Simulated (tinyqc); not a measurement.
## Diffusion length from constant photovoltage

Question. In a thick sample with a thin depletion layer the excess density at its edge goes as flux/(1/alpha + L), so the flux needed for a fixed surface photovoltage is proportional to 1/alpha + L. Find L.

photon flux for the same photovoltage at absorption coefficients 130 and 1000 1/cm (relative units): [89.923077, 23]

Answer. The line of flux against 1/alpha meets zero at -L.

slope against 1/alpha = 1.00 1/um
L = 13.0 um

Numbers from tinyqc (`OMP_NUM_THREADS=1 python tinyqc.py 2430004 2430005 out.jsonl`; about 0.01 s on one thread of a shared Intel Xeon 2.30GHz).
